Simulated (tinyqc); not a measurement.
# Changing the temperature T

Model: strain, valley repopulation and piezoresistance in a many-valley conduction band. Computed by tinyqc, a small Python program. Command: `OMP_NUM_THREADS=1 python tinyqc.py 3029121 3029122 out.jsonl valleys sweep`. One thread of a shared host (Intel(R) Xeon(R) Processor @ 2.30GHz), about 0.03 s of CPU time with the checks.

Valleys are ellipsoids with mass m_l along the axis a and m_t across it, parabolic, with one constant relaxation time; strain shifts the valleys and leaves the masses alone. Currents are taken along [110], along the load, and along [001], across the load.

Inputs (values chosen for the exercise, for a model crystal):
```
quantity,value,unit
longitudinal mass m_l,0.982,m_0
transverse mass m_t,0.167,m_0
shear deformation potential Xi_u,7.2,eV
dilation deformation potential Xi_d,1.1,eV
C11,153,GPa
C12,69.1,GPa
C44,82.4,GPa
stress X (tension positive),34,MPa
electron density n,4.7e+15,1/cm^3
relaxation time tau,59,fs
```

Valley axes: <100> (6 valleys in 3 pairs). Load: uniaxial [110].

Constants: k_B = 8.617333262e-05 eV/K; m_0 = 9.1093837015e-31 kg; k_B = 1.380649e-23 J/K; hbar = 1.054571817e-34 J s; e = 1.602176634e-19 C.

Method:
- Compliances S11 = (C11 + C12)/((C11 - C12)(C11 + 2 C12)), S12 = -C12/((C11 - C12)(C11 + 2 C12)), S44 = 1/C44; stress sigma_ij = X n_i n_j for the unit vector n of the load; e_xx = S11 sigma_xx + S12 (sigma_yy + sigma_zz), e_xy = S44 sigma_xy/2 (tensor strain).
- Herring-Vogt shift of a valley with unit axis a: dE = Xi_d tr(e) + Xi_u a.e.a.
- Each of the 6 valleys holds n_v = N_v (2/sqrt(pi)) F_1/2((E_F - dE_v)/(k_B T)), N_v = 2 (m_d k_B T/(2 pi hbar^2))^(3/2), m_d = (m_l m_t^2)^(1/3); E_F solves sum n_v = n and is counted from the unstrained edge.
- F_j(eta) = int_0^infinity x^j/(1 + exp(x - eta)) dx, without a gamma-function factor. It is evaluated after integrating by parts.
- Integrals over x = E/(k_B T) use 160 Gauss-Legendre points in u = sqrt(x) from 0 to sqrt(max(eta, 0) + 32).
- Mobility tensor mu = e tau sum_v (n_v/n) [1/m_t + (1/m_l - 1/m_t) a a^T]; unstrained mu_0 = e tau (1/m_l + 2/m_t)/3; resistivity along d from the inverse tensor, rho_d = d.mu^-1.d/(n e), mobility along d = 1/(d.mu^-1.d); gauge pi_d = (rho_d/rho_0 - 1)/X.
- With eta_0 the reduced Fermi level without strain, r = F_-1/2(eta_0)/(2 F_1/2(eta_0)) (1 for a classical gas) and c = r (Xi_u/k_B T) (m_l - m_t)/(2 m_l + m_t): pi11 = -(2/3) c (S11 - S12), pi12 = -pi11/2, pi44 = 0, with S11 - S12 = 1/(C11 - C12).

One run for each value:
```
temperature T (K),pi11 (1e-11/Pa),degeneracy factor r,resistance change along the first direction (%),resistance change along the second direction (%)
50,-507.32,0.99902,-4.3282,9.9482
71,-357.41,0.99942,-3.0520,6.7193
100,-253.82,0.99965,-2.1667,4.6346
150,-169.24,0.99981,-1.4434,3.0175
210,-120.90,0.99989,-1.0303,2.1263
290,-87.55,0.99993,-0.7457,1.5254
420,-60.45,0.99996,-0.5146,1.0453
600,-42.32,0.99998,-0.3601,0.7280
```

Over the rows, pi11 (1e-11/Pa) rises from -507 to -42.3 (exponent d ln y / d ln x about -1.00 throughout); degeneracy factor r rises from 0.99902 to 0.99998; resistance change along the first direction (%) rises from -4.33 to -0.360 (exponent d ln y / d ln x about -1.0 throughout). The exponent of pi11 stays at -1: the 1/T law of a classical gas. Repopulation depends on the splitting over k_B T (over E_F when r is small).
